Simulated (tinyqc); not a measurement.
Interdiffusion in a binary couple: Darken equations, Kirkendall shift and Boltzmann-Matano analysis: one step, computed by the program tinyqc.

x is the mole fraction of B; the molar volume is constant, and the two halves are long enough to count as infinite.

Task: Diffusivities at one composition. D*_i(x) = D*_i(0) exp(k x); thermodynamic factor Phi = 1 - 2 W x (1 - x)/(k_B T); intrinsic D_i = D*_i Phi; interdiffusion D~ = x D_A + (1 - x) D_B.

Inputs (values chosen for the exercise, for a model alloy A-B):
```
quantity                            value   unit
tracer diffusivity D*_A(0)        1.2e-13  m^2/s
tracer diffusivity D*_B(0)        6.4e-14  m^2/s
slope k of ln D* with x               2.4      -
regular-solution parameter W         0.06     eV
temperature T                        1350      K
composition x for the local step     0.14      -
```

Vacancy-wind correction: none.

Constants: k_B = 8.617333262e-05 eV/K.

Give: thermodynamic factor Phi; intrinsic D_A; intrinsic D_B; interdiffusion coefficient D~ at the local x.

Result:

thermodynamic factor Phi = 0.8758

intrinsic D_A = 1.471e-13 m^2/s

intrinsic D_B = 7.844e-14 m^2/s

interdiffusion coefficient D~ at the local x = 8.804e-14 m^2/s

A positive W (tendency to separate) slows mixing: Phi is below 1.
